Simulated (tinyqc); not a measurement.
Permeation of metal atoms or ions through a thin barrier or dielectric: time lag, field-aided drift and lifetime: one step, computed by the program tinyqc. Command: `OMP_NUM_THREADS=1 python tinyqc.py 3015599 3015600 out.jsonl barrier walk`. One thread of a shared host (Intel(R) Xeon(R) Processor @ 2.30GHz), about 0.01 s of CPU time with the checks.

The film 0 < x < d is empty at first; C = C0 at x = 0 and C = 0 at x = d. dC/dt = D d2C/dx2 - v dC/dx with drift v = D z e V/(k_B T d) (uniform field, no space charge).

Question. Steady flux and time lag. Steady flux J = (D C0/d) P/(1 - exp(-P)); time lag in units of d^2/D: s_L = [P (1 + exp(-P))/(1 - exp(-P)) - 2]/P^2 (P = 0: J = D C0/d, s_L = 1/6).

Inputs (values chosen for the exercise, for a model case: singly charged ions through a dielectric): thickness d = 11 nm; concentration at the source side C0 = 5.3e+14 1/cm^3; test temperature T = 175 C.

Peclet number P = 12.17031

diffusivity D = 1.210204e-18 cm^2/s

time scale d^2/D = 999831.2 s

Give: flux relative to D C0/d; steady flux J; time lag s_L; time lag.

Answer.

flux relative to D C0/d = 12.17

steady flux J = 7097 1/(cm^2 s)

time lag s_L = 0.06867

time lag = 68654 s

Drift rules: J tends to v C0 and the lag to the transit time d/v.
